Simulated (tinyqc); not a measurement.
Deformation-potential model of the L valleys of a conduction band: sweeps and comparisons. A value that a table varies takes the place of the one given here.

Valleys with axes along [111], [1-1-1], [-11-1] and [-1-11], one whole valley each. Herring-Vogt shift of a valley with unit axis a: dE = Xd tr(e) + Xu a.e.a. Non-degenerate shares n_i = exp(-dE_i/kT)/sum_j exp(-dE_j/kT). Inverse mass tensor of a valley: (1 - a a)/mt + a a/ml; the masses are taken as independent of strain.

s11 = (C11 + C12)/((C11 - C12)(C11 + 2 C12)), s12 = -C12/((C11 - C12)(C11 + 2 C12)), s44 = 1/C44; exx = s11 sxx + s12 (syy + szz) and cyclic, exy = s44 sxy/2; tension is positive. A uniaxial stress X along the unit vector n is s_ij = X n_i n_j.

Constants: kB = 8.617333262e-05 eV/K.

Parameters, chosen for this exercise (near those of Ge; shifted at random, so the results belong to these values and not to a real crystal):

| symbol | value | unit | meaning |
|---|---|---|---|
| ml | 1.566 | m0 | longitudinal mass |
| mt | 0.085 | m0 | transverse mass |
| Xd | -5.98 | eV | dilation potential |
| Xu | 16.19 | eV | uniaxial potential |
| C11 | 136.1 | GPa |  |
| C12 | 45.5 | GPa |  |
| C44 | 66.5 | GPa |  |
| load | uniaxial [111] |  | kind of stress |
| T | 350 | K | temperature |
| X1 | 1 | GPa | size of the stress |
| X | -0.36 | GPa | stress |

## Sweep of a uniaxial [111] stress

m_c = 1/(u.M.u) along [110] with M = sum_i n_i (inverse mass tensor); gain against zero stress at a fixed scattering time.

Results:

| X (GPa) | spread (meV) | lowest edge (meV) | n [111] | n [1-1-1] | n [-11-1] | n [-1-11] | m_c (m0) | gain (%) |
|---|---|---|---|---|---|---|---|---|
| -1.00 | 108.2 | -78.6 | 0.923 | 0.026 | 0.026 | 0.026 | 0.2116 | -41.3 |
| -0.50 | 54.1 | -39.3 | 0.667 | 0.111 | 0.111 | 0.111 | 0.1669 | -25.6 |
| -0.20 | 21.6 | -15.7 | 0.406 | 0.198 | 0.198 | 0.198 | 0.1373 | -9.6 |
| 0.00 | 0.0 | 0.0 | 0.250 | 0.250 | 0.250 | 0.250 | 0.1241 | 0.0 |
| 0.20 | 21.6 | -5.9 | 0.140 | 0.287 | 0.287 | 0.287 | 0.1163 | 6.8 |
| 0.50 | 54.1 | -14.8 | 0.053 | 0.316 | 0.316 | 0.316 | 0.1107 | 12.1 |
| 1.00 | 108.2 | -29.6 | 0.009 | 0.330 | 0.330 | 0.330 | 0.1081 | 14.8 |

What does this show?

Along [110] the gain is -41.3 % at -1.00 GPa and +14.8 % at 1.00 GPa. The slope at zero stress (from +/- 0.001 GPa), +41.3 % per GPa, carried to the ends would give -41 and +41 %; the response is lopsided, at one end still at or above the line; it saturates once the spread passes a few kT (kT = 30.2 meV, spread up to 108 meV).

## Gain for each load and current direction

Each load has the size X1. Gain m_c(0)/m_c - 1 in per cent from repopulation alone, m_c = 1/(u.M.u), M = sum_i n_i (inverse mass tensor); biaxial means sxx = syy.

Gain (%); + is tension, - compression:

| load | [100] | [010] | [001] | [110] | [1-10] | [111] |
|---|---|---|---|---|---|---|
| uniaxial [110] (+) | 0.0 | 0.0 | 0.0 | 40.2 | -40.2 | 26.8 |
| uniaxial [110] (-) | 0.0 | 0.0 | 0.0 | -40.2 | 40.2 | -26.8 |
| uniaxial [100] (+) | 0.0 | 0.0 | 0.0 | 0.0 | 0.0 | 0.0 |
| uniaxial [100] (-) | 0.0 | 0.0 | 0.0 | 0.0 | 0.0 | 0.0 |
| uniaxial [111] (+) | 0.0 | 0.0 | 0.0 | 14.8 | -14.8 | 29.6 |
| uniaxial [111] (-) | 0.0 | 0.0 | 0.0 | -41.3 | 41.3 | -82.7 |
| biaxial (001) (+) | 0.0 | 0.0 | 0.0 | 0.0 | 0.0 | 0.0 |
| biaxial (001) (-) | 0.0 | 0.0 | 0.0 | 0.0 | 0.0 | 0.0 |

What can be read from the table?

The largest gain is +41.3 %, for uniaxial [111] (-) with the current along [1-10]; for a [110] channel it is +40.2 %, under uniaxial [110] (+). No gain or loss appears under biaxial (001) and uniaxial [100]: the valleys stay equivalent.

## Temperature and repopulation

The load is fixed; m_c along [110] as 1/(u.M.u).

Results:

| T (K) | kT (meV) | n [111] | n [1-1-1] | n [-11-1] | n [-1-11] | m_c (m0) |
|---|---|---|---|---|---|---|
| 50 | 4.31 | 1.000 | 0.000 | 0.000 | 0.000 | 0.2299 |
| 77 | 6.64 | 0.992 | 0.003 | 0.003 | 0.003 | 0.2279 |
| 150 | 12.93 | 0.872 | 0.043 | 0.043 | 0.043 | 0.2007 |
| 225 | 19.39 | 0.713 | 0.096 | 0.096 | 0.096 | 0.1734 |
| 300 | 25.85 | 0.601 | 0.133 | 0.133 | 0.133 | 0.1582 |
| 400 | 34.47 | 0.508 | 0.164 | 0.164 | 0.164 | 0.1475 |
| 500 | 43.09 | 0.452 | 0.183 | 0.183 | 0.183 | 0.1417 |

What can be read from the table?

The largest share falls from 1.000 at 50 K to 0.452 at 500 K (equal shares: 0.250); m_c goes from 0.2299 to 0.1417, against 0.1241 without stress. Only spread/kT enters, so the small-stress response goes as 1/T.

## What each parameter does

Spread of the valley edges, lowest edge, largest share and m_c along [110]. Each row changes one parameter from the base and keeps the others.

Results:

| case | spread (meV) | lowest edge (meV) | largest share | m_c (m0) |
|---|---|---|---|---|
| base | 38.95 | -28.29 | 0.5481 | 0.1519 |
| ml = 1.879 m0 | 38.95 | -28.29 | 0.5481 | 0.1531 |
| mt = 0.068 m0 | 38.95 | -28.29 | 0.5481 | 0.1227 |
| Xd = -7.176 eV | 38.95 | -26.39 | 0.5481 | 0.1519 |
| Xu = 12.952 eV | 31.16 | -20.74 | 0.4837 | 0.1449 |
| C11 = 163.32 GPa | 38.95 | -28.39 | 0.5481 | 0.1519 |
| C12 = 54.6 GPa | 38.95 | -28.36 | 0.5481 | 0.1519 |
| C44 = 79.8 GPa | 32.46 | -23.42 | 0.4944 | 0.1460 |
| X = -0.432 GPa | 46.74 | -33.95 | 0.6109 | 0.1595 |
| T = 280 K | 38.95 | -28.29 | 0.6262 | 0.1614 |

What does this show?

The largest shifts from the base row, up to three for each result and ties (the steps differ in size, so this ranks the rows, not the parameters). spread (meV): Xu -7.79, X +7.79, C44 -6.49; unchanged at the printed digits by ml, mt, Xd, C11, C12 and T. lowest edge (meV): Xu +7.55, X -5.66, C44 +4.87; unchanged at the printed digits by ml, mt and T. largest share: T +0.0781, Xu -0.0644, X +0.0628; unchanged at the printed digits by ml, mt, Xd, C11 and C12. m_c (m0): mt -0.0293, T +0.0095, X +0.0075; unchanged at the printed digits by Xd, C11 and C12. Xd moves all valleys together, so it shifts the edge and nothing else.

(tinyqc, `OMP_NUM_THREADS=1 python tinyqc.py 1051429 1051430 out.jsonl`, Intel(R) Xeon(R) Processor @ 2.30GHz, 1 thread, shared host, about 0.03 s.)
